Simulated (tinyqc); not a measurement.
## Film and buried-oxide thickness from two coupling ratios

Inverse problem. In a depleted film -dVT/dVb is k1 = Cs Cbox/(Cox (Cs + Cbox)) for a front channel and k2 = Cbox (Cox + Cs)/(Cox Cs) for a back channel, with Cox = eps0 eox/tox, Cs = eps0 eps_r/ts, Cbox = 3.9 eps0/tb. Find ts and tb.

Inputs (values chosen for the exercise); band and dielectric values close to those of silicon: relative permittivity eps_r = 11.7; relative permittivity of the gate insulator (close to silicon nitride) eox = 7.65; insulator thickness tox = 1.9 nm.

coupling ratios for a front and a back channel: 0.012634271  0.10907563

Answer. With y = Cox/Cs and z = Cox/Cbox, 1/k1 = y + z and k2 = (1 + y)/z, so y = (k2/k1 - 1)/(1 + k2); the thicknesses follow from y and z.

ts = 20.0 nm
tb = 70.0 nm

tinyqc, about 0.3 s, one thread, Intel Xeon 2.30GHz (shared host): `OMP_NUM_THREADS=1 python tinyqc.py 2190069 2190070 out.jsonl`
